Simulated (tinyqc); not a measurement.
Worked calculation: Pariser-Parr-Pople SCF with singles CI, for the molecule c1cc[cH+]ncc1 (SMILES; centres numbered as the heavy atoms are written). One step of it, computed by the program tinyqc.

Task: Singles CI, triplets. Over the 6 single excitations with the smallest orbital gaps: A = (e_a - e_i) delta - (ij|ab), with (pq|rs) = sum c_mp c_mq gamma_mn c_nr c_ns.

orbital energies (eV): -18.530697  -16.293154  -15.639369  -7.555666  -7.186774  -3.367535  -3.216762

coefficients:
```
         MO1        MO2        MO3        MO4        MO5        MO6        MO7
1C  0.293646   0.521141  -0.243039   0.353531   0.417954   0.131650   0.515864
2C  0.293599   0.520932   0.243530   0.353418  -0.418101   0.131883  -0.515768
3C  0.325882   0.221764   0.525946  -0.463986  -0.213990  -0.359660   0.421394
4C  0.403847  -0.214543   0.405269  -0.205311   0.528618   0.498830  -0.237096
5N  0.537510  -0.516307  -0.000167   0.485070  -0.000077  -0.457402  -0.000094
6C  0.403874  -0.214207  -0.405420  -0.205490  -0.528597   0.498668   0.237330
7C  0.325958   0.222208  -0.525736  -0.463851   0.214157  -0.359446  -0.421610
```

repulsion gamma_rs (eV):
```
           1C         2C         3C         4C         5N         6C         7C
1C  11.130000   5.346553   3.773205   3.243428   3.291324   3.773205   5.346553
2C   5.346553  11.130000   5.345136   3.772577   3.291248   3.243627   3.773721
3C   3.773205   5.345136  11.130000   5.344721   3.837687   3.243332   3.243627
4C   3.243428   3.772577   5.344721  11.130000   5.476893   3.772727   3.243355
5N   3.291324   3.291248   3.837687   5.476893  12.300000   5.476035   3.837531
6C   3.773205   3.243627   3.243332   3.772727   5.476035  11.130000   5.345136
7C   5.346553   3.773721   3.243627   3.243355   3.837531   5.345136  11.130000
```

Give: triplet CI matrix; triplet excitation energies.

Result:

triplet CI matrix (eV):
```
       3>4    3>5    2>4     2>5    1>4     1>5
3>4  2.915  0.000  0.000   0.000  0.000   0.216
3>5  0.000  3.357  0.000   0.000  0.216   0.000
2>4  0.000  0.000  3.450   0.000  0.068   0.000
2>5  0.000  0.000  0.000   4.045  0.000  -0.014
1>4  0.000  0.216  0.068   0.000  5.730   0.000
1>5  0.216  0.000  0.000  -0.014  0.000   6.244
```

triplet excitation energies (eV): 2.901  3.337  3.448  4.045  5.752  6.258
